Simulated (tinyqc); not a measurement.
Capacitances from a Coulomb diamond.

Problem. A single-electron transistor has the bias V on its left lead and the right lead at 0 V. Its diamonds repeat every q/Cg in gate voltage, close at |V| = q/Cs with Cs = CL + CR + Cg, and have edges of slope dV/dVg = -Cg/CL and Cg/(Cs - CL). Find Cg, Cs, CL and CR.

Constants: q = 1.602176634e-19 C. Results are converted to the units shown.

gate period = 166.89340 mV
bias at the tip of the diamond = 29.343894 mV
slope dV/dVg of the rising edge = 0.29447853

Solution. The period gives Cg, the tip Cs, and the rising edge Cs - CL = CR + Cg.

Cg = 0.960 aF
Cs = 5.46 aF
CL = 2.20 aF
CR = 2.30 aF

Program tinyqc, `OMP_NUM_THREADS=1 python tinyqc.py 2780013 2780014 out.jsonl`; Intel Xeon 2.30GHz, shared host, one thread, about 0.01 s.
